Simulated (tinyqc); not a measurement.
Gas flow in a process chamber: flow regimes, conductance, effective pumping speed, pump-down, outgassing and purge: one step, computed by the program tinyqc.

Ideal gas, isothermal flow, a pump of constant speed at the end of a round pipe; process gas, volume gas and outgassing are given the same properties. 1 sccm = 101325 Pa x 1e-6 m^3/60 s x T/273.15 K.

Problem. Purging a well-mixed chamber. With steady flow a contaminant decays as exp(-t/residence time); gas used = flow x time.

Inputs (values chosen for the exercise, modelled on nitrogen near room temperature): temperature T = 293 K; process gas flow = 9.8 sccm.

residence time = 0.05476301 s

Give: time to dilute 1e3 times; time to dilute 1e6 times; gas used for 1e6.

Solution.

time to dilute 1e3 times = 0.3783 s

time to dilute 1e6 times = 0.7566 s

gas used for 1e6 = 0.1236 standard cm^3
